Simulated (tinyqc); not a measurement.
Inside a calculation. Method: RKS/LDA (PW92) in the 6-311g basis, for H2, spin multiplicity 1. Computed by tinyqc, a small Python program that keeps every step (integrals from PySCF). Settings: charge = 0, multiplicity = 1, basis = 6-311g, energy threshold = 1e-10, iteration cap = 78, orthogonalisation = symmetric, start = core, DIIS depth = 6, DIIS from iteration = 3, shift = 0.2, method = RKS, functional = lda,pw, grid = [10, 50]. Command: `OMP_NUM_THREADS=1 python tinyqc.py 31421 31422 out.jsonl` (the two numbers bound the seeds that draw the settings). One thread of a shared host (Intel(R) Xeon(R) Processor @ 2.60GHz), about 0.2 s of CPU time with the checks. Later iterations appear only in the table of the cycle.

## One-electron integrals

Geometry (angstrom):
```
atom       x       y       z
H     0.0000  0.0000  0.0000
H     0.0000  0.0000  0.9190
```

Basis 6-311g: exponents (1/bohr^2) and contraction coefficients of normalised primitives:
```
element  l (shell)  exponent  coefficient
H            s (1)   33.8650       0.0255
H            s (1)    5.0948       0.1904
H            s (1)    1.1588       0.8522
H            s (2)    0.3258       1.0000
H            s (3)    0.1027       1.0000
```

Overlap, kinetic and nuclear-attraction integrals over the contracted functions; the nuclear repulsion is the sum of Za Zb / Rab.

nuclear repulsion = 0.575819 hartree

overlap S:
```
        1H 1s   1H 2s   1H 3s   2H 1s   2H 2s   2H 3s
1H 1s  1.0000  0.7064  0.3737  0.1397  0.3236  0.2807
1H 2s  0.7064  1.0000  0.7890  0.3236  0.6118  0.6234
1H 3s  0.3737  0.7890  1.0000  0.2807  0.6234  0.8565
2H 1s  0.1397  0.3236  0.2807  1.0000  0.7064  0.3737
2H 2s  0.3236  0.6118  0.6234  0.7064  1.0000  0.7890
2H 3s  0.2807  0.6234  0.8565  0.3737  0.7890  1.0000
```

kinetic energy T (hartree):
```
         1H 1s   1H 2s   1H 3s    2H 1s   2H 2s   2H 3s
1H 1s   2.3043  0.5491  0.1063  -0.0709  0.1201  0.0646
1H 2s   0.5491  0.4888  0.1849   0.1201  0.2011  0.1231
1H 3s   0.1063  0.1849  0.1541   0.0646  0.1231  0.1184
2H 1s  -0.0709  0.1201  0.0646   2.3043  0.5491  0.1063
2H 2s   0.1201  0.2011  0.1231   0.5491  0.4888  0.1849
2H 3s   0.0646  0.1231  0.1184   0.1063  0.1849  0.1541
```

nuclear attraction V (hartree):
```
         1H 1s    1H 2s    1H 3s    2H 1s    2H 2s    2H 3s
1H 1s  -2.6868  -1.4664  -0.7290  -0.3147  -0.6826  -0.5567
1H 2s  -1.4664  -1.4594  -0.9881  -0.6826  -0.9561  -0.8169
1H 3s  -0.7290  -0.9881  -0.9344  -0.5567  -0.8169  -0.8329
2H 1s  -0.3147  -0.6826  -0.5567  -2.6868  -1.4664  -0.7290
2H 2s  -0.6826  -0.9561  -0.8169  -1.4664  -1.4594  -0.9881
2H 3s  -0.5567  -0.8169  -0.8329  -0.7290  -0.9881  -0.9344
```

core Hamiltonian H = T + V (hartree):
```
         1H 1s    1H 2s    1H 3s    2H 1s    2H 2s    2H 3s
1H 1s  -0.3825  -0.9173  -0.6227  -0.3856  -0.5625  -0.4921
1H 2s  -0.9173  -0.9707  -0.8032  -0.5625  -0.7550  -0.6937
1H 3s  -0.6227  -0.8032  -0.7803  -0.4921  -0.6937  -0.7146
2H 1s  -0.3856  -0.5625  -0.4921  -0.3825  -0.9173  -0.6227
2H 2s  -0.5625  -0.7550  -0.6937  -0.9173  -0.9707  -0.8032
2H 3s  -0.4921  -0.6937  -0.7146  -0.6227  -0.8032  -0.7803
```

## Two-electron integrals

Functions are numbered as in S; the eight-fold symmetry (ij|kl) = (ji|kl) = (kl|ij) leaves the list below.

Two-electron integrals (ij|kl) in chemists' order, unique and non-zero (hartree):
```
(11|11) 1.3930   (21|11) 0.8230   (21|21) 0.5097   (22|11) 0.8229
(22|21) 0.5430   (22|22) 0.6441   (31|11) 0.4113   (31|21) 0.2578
(31|22) 0.2799   (31|31) 0.1308   (32|11) 0.5437   (32|21) 0.3658
(32|22) 0.4527   (32|31) 0.1898   (32|32) 0.3251   (33|11) 0.4940
(33|21) 0.3401   (33|22) 0.4460   (33|31) 0.1780   (33|32) 0.3318
(33|33) 0.3617   (41|11) 0.1365   (41|21) 0.0881   (41|22) 0.0999
(41|31) 0.0451   (41|32) 0.0687   (41|33) 0.0654   (41|41) 0.0239
(42|11) 0.2226   (42|21) 0.1518   (42|22) 0.1910   (42|31) 0.0791
(42|32) 0.1374   (42|33) 0.1394   (42|41) 0.0459   (42|42) 0.1057
(43|11) 0.1693   (43|21) 0.1169   (43|22) 0.1516   (43|31) 0.0612
(43|32) 0.1110   (43|33) 0.1158   (43|41) 0.0356   (43|42) 0.0871
(43|43) 0.0737   (44|11) 0.5730   (44|21) 0.4008   (44|22) 0.5333
(44|31) 0.2107   (44|32) 0.3935   (44|33) 0.4133   (44|41) 0.1365
(44|42) 0.3593   (44|43) 0.3071   (44|44) 1.3930   (51|11) 0.3593
(51|21) 0.2249   (51|22) 0.2435   (51|31) 0.1140   (51|32) 0.1649
(51|33) 0.1545   (51|41) 0.0459   (51|42) 0.0817   (51|43) 0.0630
(51|44) 0.2226   (51|51) 0.1057   (52|11) 0.4433   (52|21) 0.2971
(52|22) 0.3640   (52|31) 0.1539   (52|32) 0.2599   (52|33) 0.2625
(52|41) 0.0689   (52|42) 0.1458   (52|43) 0.1189   (52|44) 0.4433
(52|51) 0.1458   (52|52) 0.2411   (53|11) 0.3520   (53|21) 0.2409
(53|22) 0.3105   (53|31) 0.1258   (53|32) 0.2282   (53|33) 0.2424
(53|41) 0.0578   (53|42) 0.1321   (53|43) 0.1116   (53|44) 0.4205
(53|51) 0.1195   (53|52) 0.2150   (53|53) 0.2030   (54|11) 0.4008
(54|21) 0.2788   (54|22) 0.3681   (54|31) 0.1463   (54|32) 0.2717
(54|33) 0.2869   (54|41) 0.0881   (54|42) 0.2249   (54|43) 0.1927
(54|44) 0.8230   (54|51) 0.1518   (54|52) 0.2971   (54|53) 0.2834
(54|54) 0.5097   (55|11) 0.5333   (55|21) 0.3681   (55|22) 0.4832
(55|31) 0.1928   (55|32) 0.3581   (55|33) 0.3848   (55|41) 0.0999
(55|42) 0.2435   (55|43) 0.2096   (55|44) 0.8229   (55|51) 0.1910
(55|52) 0.3640   (55|53) 0.3524   (55|54) 0.5430   (55|55) 0.6441
(61|11) 0.3071   (61|21) 0.1927   (61|22) 0.2096   (61|31) 0.0978
(61|32) 0.1423   (61|33) 0.1336   (61|41) 0.0356   (61|42) 0.0630
(61|43) 0.0487   (61|44) 0.1693   (61|51) 0.0871   (61|52) 0.1189
(61|53) 0.0975   (61|54) 0.1169   (61|55) 0.1516   (61|61) 0.0737
(62|11) 0.4205   (62|21) 0.2834   (62|22) 0.3524   (62|31) 0.1472
(62|32) 0.2538   (62|33) 0.2601   (62|41) 0.0578   (62|42) 0.1195
(62|43) 0.0975   (62|44) 0.3520   (62|51) 0.1321   (62|52) 0.2150
(62|53) 0.1917   (62|54) 0.2409   (62|55) 0.3105   (62|61) 0.1116
(62|62) 0.2030   (63|11) 0.4036   (63|21) 0.2785   (63|22) 0.3675
(63|31) 0.1459   (63|32) 0.2745   (63|33) 0.3020   (63|41) 0.0587
(63|42) 0.1312   (63|43) 0.1109   (63|44) 0.4036   (63|51) 0.1312
(63|52) 0.2337   (63|53) 0.2224   (63|54) 0.2785   (63|55) 0.3675
(63|61) 0.1109   (63|62) 0.2224   (63|63) 0.2653   (64|11) 0.2107
(64|21) 0.1463   (64|22) 0.1928   (64|31) 0.0767   (64|32) 0.1423
(64|33) 0.1507   (64|41) 0.0451   (64|42) 0.1140   (64|43) 0.0978
(64|44) 0.4113   (64|51) 0.0791   (64|52) 0.1539   (64|53) 0.1472
(64|54) 0.2578   (64|55) 0.2799   (64|61) 0.0612   (64|62) 0.1258
(64|63) 0.1459   (64|64) 0.1308   (65|11) 0.3935   (65|21) 0.2717
(65|22) 0.3581   (65|31) 0.1423   (65|32) 0.2668   (65|33) 0.2907
(65|41) 0.0687   (65|42) 0.1649   (65|43) 0.1423   (65|44) 0.5437
(65|51) 0.1374   (65|52) 0.2599   (65|53) 0.2538   (65|54) 0.3658
(65|55) 0.4527   (65|61) 0.1110   (65|62) 0.2282   (65|63) 0.2745
(65|64) 0.1898   (65|65) 0.3251   (66|11) 0.4133   (66|21) 0.2869
(66|22) 0.3848   (66|31) 0.1507   (66|32) 0.2907   (66|33) 0.3276
(66|41) 0.0654   (66|42) 0.1545   (66|43) 0.1336   (66|44) 0.4940
(66|51) 0.1394   (66|52) 0.2625   (66|53) 0.2601   (66|54) 0.3401
(66|55) 0.4460   (66|61) 0.1158   (66|62) 0.2424   (66|63) 0.3020
(66|64) 0.1780   (66|65) 0.3318   (66|66) 0.3617
```

## Orthogonalisation

S = U s U^T; symmetric (Loewdin) form X = U s^(-1/2) U^T, so that X^T S X = 1.

eigenvalues of S: 0.0431  0.1329  0.2473  0.7746  1.1016  3.7004

X:
```
         1H 1s    1H 2s    1H 3s    2H 1s    2H 2s    2H 3s
1H 1s   1.3762  -0.7550   0.2148   0.0392  -0.0090  -0.0396
1H 2s  -0.7550   2.2515  -1.0805  -0.0090  -0.4516   0.3022
1H 3s   0.2148  -1.0805   2.4614  -0.0396   0.3022  -1.2780
2H 1s   0.0392  -0.0090  -0.0396   1.3762  -0.7550   0.2148
2H 2s  -0.0090  -0.4516   0.3022  -0.7550   2.2515  -1.0805
2H 3s  -0.0396   0.3022  -1.2780   0.2148  -1.0805   2.4614
```

## Starting guess

The start is the orbitals of the core Hamiltonian; D = 2 C_occ C_occ^T.

D at the start:
```
        1H 1s   1H 2s   1H 3s   2H 1s   2H 2s   2H 3s
1H 1s  0.0918  0.1634  0.0136  0.0918  0.1634  0.0136
1H 2s  0.1634  0.2908  0.0242  0.1634  0.2908  0.0242
1H 3s  0.0136  0.0242  0.0020  0.0136  0.0242  0.0020
2H 1s  0.0918  0.1634  0.0136  0.0918  0.1634  0.0136
2H 2s  0.1634  0.2908  0.0242  0.1634  0.2908  0.0242
2H 3s  0.0136  0.0242  0.0020  0.0136  0.0242  0.0020
```

## Iteration 1: exchange-correlation on the grid

Becke grid with 10 radial and 50 angular points per atom, points of zero weight dropped. rho = sum D_ij phi_i phi_j; V_xc,ij = sum w v_xc phi_i phi_j; v_xc is d(rho eps)/d rho.

The 8 grid points with the largest w rho, of 996 (bohr, atomic units):
```
x              y       z       w     rho   eps_xc     v_xc
0.0000   -0.7484  0.7484  0.1214  0.1005  -0.3966  -0.5184
0.7484    0.0000  0.7484  0.1214  0.1005  -0.3966  -0.5184
0.0000    0.7484  0.7484  0.1214  0.1005  -0.3966  -0.5184
-0.7484   0.0000  0.7484  0.1214  0.1005  -0.3966  -0.5184
0.0000    0.7484  0.9883  0.1214  0.1005  -0.3966  -0.5184
0.7484    0.0000  0.9883  0.1214  0.1005  -0.3966  -0.5184
0.0000   -0.7484  0.9883  0.1214  0.1005  -0.3966  -0.5184
-0.7484   0.0000  0.9883  0.1214  0.1005  -0.3966  -0.5184
```

electrons on the grid, sum of w rho = 2.0022

E_xc = sum of w rho eps_xc = -0.690153 hartree

V_xc (hartree):
```
         1H 1s    1H 2s    1H 3s    2H 1s    2H 2s    2H 3s
1H 1s  -0.5765  -0.3584  -0.1816  -0.0809  -0.1712  -0.1394
1H 2s  -0.3584  -0.3833  -0.2534  -0.1712  -0.2539  -0.2116
1H 3s  -0.1816  -0.2534  -0.2119  -0.1394  -0.2116  -0.1927
2H 1s  -0.0809  -0.1712  -0.1394  -0.5765  -0.3584  -0.1816
2H 2s  -0.1712  -0.2539  -0.2116  -0.3584  -0.3833  -0.2534
2H 3s  -0.1394  -0.2116  -0.1927  -0.1816  -0.2534  -0.2119
```

## Iteration 1: building the Kohn-Sham matrix

J_ij = sum D_kl (ij|kl); F = H + J + V_xc; E = tr D H + tr D J / 2 + E_xc + E_nn.

Coulomb J (hartree):
```
        1H 1s   1H 2s   1H 3s   2H 1s   2H 2s   2H 3s
1H 1s  1.5642  1.0252  0.5281  0.2323  0.4946  0.4057
1H 2s  1.0252  1.2195  0.8631  0.4946  0.7984  0.7105
1H 3s  0.5281  0.8631  0.8635  0.4057  0.7105  0.7668
2H 1s  0.2323  0.4946  0.4057  1.5642  1.0252  0.5281
2H 2s  0.4946  0.7984  0.7105  1.0252  1.2195  0.8631
2H 3s  0.4057  0.7105  0.7668  0.5281  0.8631  0.8635
```

Kohn-Sham matrix F (hartree):
```
         1H 1s    1H 2s    1H 3s    2H 1s    2H 2s    2H 3s
1H 1s   0.6052  -0.2505  -0.2762  -0.2342  -0.2390  -0.2257
1H 2s  -0.2505  -0.1345  -0.1935  -0.2390  -0.2105  -0.1948
1H 3s  -0.2762  -0.1935  -0.1287  -0.2257  -0.1948  -0.1405
2H 1s  -0.2342  -0.2390  -0.2257   0.6052  -0.2505  -0.2762
2H 2s  -0.2390  -0.2105  -0.1948  -0.2505  -0.1345  -0.1935
2H 3s  -0.2257  -0.1948  -0.1405  -0.2762  -0.1935  -0.1287
```

total energy of this density = -1.084662 hartree

## Iteration 1: diagonalisation and new density

A level shift of 0.2 hartree raises the virtual space: F + shift (S - S D(s) S), with D(s) the density of one spin (D/2). Diagonalise F' = X^T F X, C = X C', fill 1 alpha and 1 beta electrons from the bottom; D = 2 C_occ C_occ^T. Each column has its largest component positive (the first on a tie).

F' = X^T F X (hartree):
```
         1        2        3        4        5        6
1   1.6596  -1.0862   0.0377  -0.0720  -0.1489  -0.1010
2  -1.0862   1.0235  -0.3572  -0.1489  -0.1532  -0.0083
3   0.0377  -0.3572   0.3456  -0.1010  -0.0083  -0.1163
4  -0.0720  -0.1489  -0.1010   1.6596  -1.0862   0.0377
5  -0.1489  -0.1532  -0.0083  -1.0862   1.0235  -0.3572
6  -0.1010  -0.0083  -0.1163   0.0377  -0.3572   0.3456
```

orbital energies (hartree): MO1 -0.2772, MO2 0.2469, MO3 0.4365, MO4 0.6405, MO5 2.4828, MO6 2.5278

coefficients C:
```
          MO1      MO2      MO3      MO4      MO5      MO6
1H 1s  0.1716   0.1096  -0.0668  -0.1167  -1.0857  -1.1292
1H 2s  0.3121   0.2201  -0.7604  -1.3718   1.7197   1.2406
1H 3s  0.1448   1.4799   0.8678   2.1148  -1.1476  -0.4942
2H 1s  0.1716  -0.1096  -0.0668   0.1167   1.0857  -1.1292
2H 2s  0.3121  -0.2201  -0.7604   1.3718  -1.7197   1.2406
2H 3s  0.1448  -1.4799   0.8678  -2.1148   1.1476  -0.4942
```

D after iteration 1:
```
        1H 1s   1H 2s   1H 3s   2H 1s   2H 2s   2H 3s
1H 1s  0.0589  0.1071  0.0497  0.0589  0.1071  0.0497
1H 2s  0.1071  0.1949  0.0904  0.1071  0.1949  0.0904
1H 3s  0.0497  0.0904  0.0419  0.0497  0.0904  0.0419
2H 1s  0.0589  0.1071  0.0497  0.0589  0.1071  0.0497
2H 2s  0.1071  0.1949  0.0904  0.1071  0.1949  0.0904
2H 3s  0.0497  0.0904  0.0419  0.0497  0.0904  0.0419
```

## Iteration 2: exchange-correlation on the grid

As before.

The 8 grid points with the largest w rho, of 996 (bohr, atomic units):
```
x              y       z       w     rho   eps_xc     v_xc
0.0000    0.7484  0.9883  0.1214  0.0875  -0.3801  -0.4966
-0.7484   0.0000  0.9883  0.1214  0.0875  -0.3801  -0.4966
0.0000   -0.7484  0.9883  0.1214  0.0875  -0.3801  -0.4966
0.7484    0.0000  0.9883  0.1214  0.0875  -0.3801  -0.4966
0.7484    0.0000  0.7484  0.1214  0.0875  -0.3801  -0.4966
0.0000   -0.7484  0.7484  0.1214  0.0875  -0.3801  -0.4966
-0.7484   0.0000  0.7484  0.1214  0.0875  -0.3801  -0.4966
0.0000    0.7484  0.7484  0.1214  0.0875  -0.3801  -0.4966
```

electrons on the grid, sum of w rho = 2.0019

E_xc = sum of w rho eps_xc = -0.612656 hartree

V_xc (hartree):
```
         1H 1s    1H 2s    1H 3s    2H 1s    2H 2s    2H 3s
1H 1s  -0.5427  -0.3420  -0.1741  -0.0765  -0.1630  -0.1334
1H 2s  -0.3420  -0.3779  -0.2556  -0.1630  -0.2485  -0.2122
1H 3s  -0.1741  -0.2556  -0.2271  -0.1334  -0.2122  -0.2048
2H 1s  -0.0765  -0.1630  -0.1334  -0.5427  -0.3420  -0.1741
2H 2s  -0.1630  -0.2485  -0.2122  -0.3420  -0.3779  -0.2556
2H 3s  -0.1334  -0.2122  -0.2048  -0.1741  -0.2556  -0.2271
```

## Iteration 2: building the Kohn-Sham matrix

As before.

Coulomb J (hartree):
```
        1H 1s   1H 2s   1H 3s   2H 1s   2H 2s   2H 3s
1H 1s  1.4457  0.9559  0.4938  0.2142  0.4595  0.3787
1H 2s  0.9559  1.1563  0.8253  0.4595  0.7534  0.6776
1H 3s  0.4938  0.8253  0.8376  0.3787  0.6776  0.7426
2H 1s  0.2142  0.4595  0.3787  1.4457  0.9559  0.4938
2H 2s  0.4595  0.7534  0.6776  0.9559  1.1563  0.8253
2H 3s  0.3787  0.6776  0.7426  0.4938  0.8253  0.8376
```

Kohn-Sham matrix F (hartree):
```
         1H 1s    1H 2s    1H 3s    2H 1s    2H 2s    2H 3s
1H 1s   0.5206  -0.3034  -0.3030  -0.2479  -0.2659  -0.2468
1H 2s  -0.3034  -0.1923  -0.2336  -0.2659  -0.2500  -0.2284
1H 3s  -0.3030  -0.2336  -0.1697  -0.2468  -0.2284  -0.1769
2H 1s  -0.2479  -0.2659  -0.2468   0.5206  -0.3034  -0.3030
2H 2s  -0.2659  -0.2500  -0.2284  -0.3034  -0.1923  -0.2336
2H 3s  -0.2468  -0.2284  -0.1769  -0.3030  -0.2336  -0.1697
```

total energy of this density = -1.124225 hartree

## Iteration 2: diagonalisation and new density

As before.

F' = X^T F X (hartree):
```
         1        2        3        4        5        6
1   1.5799  -1.0820   0.0312  -0.0647  -0.1461  -0.1045
2  -1.0820   0.9828  -0.3662  -0.1461  -0.1543  -0.0172
3   0.0312  -0.3662   0.3027  -0.1045  -0.0172  -0.1307
4  -0.0647  -0.1461  -0.1045   1.5799  -1.0820   0.0312
5  -0.1461  -0.1543  -0.0172  -1.0820   0.9828  -0.3662
6  -0.1045  -0.0172  -0.1307   0.0312  -0.3662   0.3027
```

orbital energies (hartree): MO1 -0.3450, MO2 0.2080, MO3 0.4003, MO4 0.5945, MO5 2.4127, MO6 2.4605

coefficients C:
```
          MO1      MO2      MO3      MO4      MO5      MO6
1H 1s  0.1743   0.1194  -0.0759  -0.1246  -1.0838  -1.1282
1H 2s  0.2948   0.2577  -0.7588  -1.3447   1.7357   1.2457
1H 3s  0.1613   1.4127   0.8626   2.1518  -1.1634  -0.4984
2H 1s  0.1743  -0.1194  -0.0759   0.1246   1.0838  -1.1282
2H 2s  0.2948  -0.2577  -0.7588   1.3447  -1.7357   1.2457
2H 3s  0.1613  -1.4127   0.8626  -2.1518   1.1634  -0.4984
```

D after iteration 2:
```
        1H 1s   1H 2s   1H 3s   2H 1s   2H 2s   2H 3s
1H 1s  0.0608  0.1028  0.0562  0.0608  0.1028  0.0562
1H 2s  0.1028  0.1738  0.0951  0.1028  0.1738  0.0951
1H 3s  0.0562  0.0951  0.0520  0.0562  0.0951  0.0520
2H 1s  0.0608  0.1028  0.0562  0.0608  0.1028  0.0562
2H 2s  0.1028  0.1738  0.0951  0.1028  0.1738  0.0951
2H 3s  0.0562  0.0951  0.0520  0.0562  0.0951  0.0520
```

## Iteration 8 (converged): orbitals

converged F (hartree):
```
         1H 1s    1H 2s    1H 3s    2H 1s    2H 2s    2H 3s
1H 1s   0.5104  -0.3097  -0.3062  -0.2495  -0.2691  -0.2493
1H 2s  -0.3097  -0.1992  -0.2384  -0.2691  -0.2547  -0.2324
1H 3s  -0.3062  -0.2384  -0.1748  -0.2493  -0.2324  -0.1814
2H 1s  -0.2495  -0.2691  -0.2493   0.5104  -0.3097  -0.3062
2H 2s  -0.2691  -0.2547  -0.2324  -0.3097  -0.1992  -0.2384
2H 3s  -0.2493  -0.2324  -0.1814  -0.3062  -0.2384  -0.1748
```

Diagonalise F' = X^T F X, C = X C', fill 1 alpha and 1 beta electrons from the bottom; D = 2 C_occ C_occ^T. Each column has its largest component positive (the first on a tie).

F' = X^T F X (hartree):
```
         1        2        3        4        5        6
1   1.3917  -1.0499   0.0569  -0.0424  -0.1142  -0.0784
2  -1.0499   0.8244  -0.3284  -0.1142  -0.1080   0.0206
3   0.0569  -0.3284   0.1293  -0.0784   0.0206  -0.1004
4  -0.0424  -0.1142  -0.0784   1.3917  -1.0499   0.0569
5  -0.1142  -0.1080   0.0206  -1.0499   0.8244  -0.3284
6  -0.0784   0.0206  -0.1004   0.0569  -0.3284   0.1293
```

orbital energies (hartree): MO1 -0.3526, MO2 0.0031, MO3 0.1950, MO4 0.3889, MO5 2.2043, MO6 2.2523

coefficients C:
```
          MO1      MO2      MO3      MO4      MO5      MO6
1H 1s  0.1753   0.1206  -0.0771  -0.1256  -1.0835  -1.1280
1H 2s  0.2914   0.2614  -0.7588  -1.3415   1.7377   1.2466
1H 3s  0.1643   1.4057   0.8617   2.1554  -1.1653  -0.4988
2H 1s  0.1753  -0.1206  -0.0771   0.1256   1.0835  -1.1280
2H 2s  0.2914  -0.2614  -0.7588   1.3415  -1.7377   1.2466
2H 3s  0.1643  -1.4057   0.8617  -2.1554   1.1653  -0.4988
```

D after iteration 8:
```
        1H 1s   1H 2s   1H 3s   2H 1s   2H 2s   2H 3s
1H 1s  0.0614  0.1021  0.0576  0.0614  0.1021  0.0576
1H 2s  0.1021  0.1698  0.0957  0.1021  0.1698  0.0957
1H 3s  0.0576  0.0957  0.0540  0.0576  0.0957  0.0540
2H 1s  0.0614  0.1021  0.0576  0.0614  0.1021  0.0576
2H 2s  0.1021  0.1698  0.0957  0.1021  0.1698  0.0957
2H 3s  0.0576  0.0957  0.0540  0.0576  0.0957  0.0540
```

## Convergence

Stop when the energy changes by less than 1e-10 hartree and every element of the error matrix X^T (F D S - S D F) X is below 3e-06.

Course of the cycle:
```
iteration  E (hartree)     change  largest element of the error matrix
1            -1.084662          -                             9.06e-02
2            -1.124225  -3.96e-02                             1.39e-02
3            -1.124807  -5.82e-04                             2.39e-03
4            -1.124822  -1.50e-05                             3.88e-04
5            -1.124822  -3.79e-07                             7.16e-05
6            -1.124822  -1.95e-08                             1.69e-05
7            -1.124822  -1.36e-09                             4.35e-06
8            -1.124822  -9.78e-11                             1.15e-06
```

PySCF RKS in the same basis, fine grid = -1.123989 hartree

Converged in 8 iterations. The coarse grid moves the energy by -8.34e-04 hartree.

## Populations, bond orders and dipole

Mulliken: Z minus the diagonal of D S on the atom; Loewdin: the same with S^(1/2) D S^(1/2); Mayer order: 2 sum_s sum (D(s) S)_ij (D(s) S)_ji over the two atoms.

Charges (e):
```
atom  Mulliken  Loewdin
1H           0        0
2H           0        0
```

Mayer bond orders:
```
pair   order
2-1   1.0000
```

dipole moment about the origin, x y z (debye): 0.0000  0.0000  0.0000
